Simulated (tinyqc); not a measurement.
Photoconductance decay in a wafer: bulk and surface recombination modes, and iron detection by pair splitting: one step, computed by the program tinyqc.

Both faces of the wafer have the same S; injection is low and all coefficients are constant. x runs from -W/2 to W/2.

Problem. Effective lifetime. Even modes cos(a x) obey b tan b = S W/(2 D) with b = a W/2, odd modes sin(a x) obey -b cot b = S W/(2 D); each decays at the rate 1/tau_b + D a^2. tau_eff is the decay time of the first mode. The surface time is 1/(D a^2) of that mode; shortcuts for it are W/(2 S), W^2/(pi^2 D) and their sum, whose error is sum/surface time - 1.

Inputs (values chosen for the exercise, modelled on p-type silicon):

| quantity | value | unit |
|---|---|---|
| thickness W | 150 | micrometre |
| diffusivity D | 20.8 | cm^2/s |
| bulk lifetime tau_b without iron | 88 | microsecond |
| surface recombination velocity S | 41 | cm/s |

Give: tau_eff; surface time; W/(2 S); W^2/(pi^2 D); error of the sum; tau_eff/tau_b.

Solution.

tau_eff = 59.51 microsecond

surface time = 183.8 microsecond

W/(2 S) = 182.9 microsecond

W^2/(pi^2 D) = 1.096 microsecond

error of the sum = 0.1054 %

tau_eff/tau_b = 0.6763

The surfaces are slow against diffusion, so W/(2 S) is the larger part. tau_eff is only 0.68 of tau_b, so it understates the bulk lifetime.
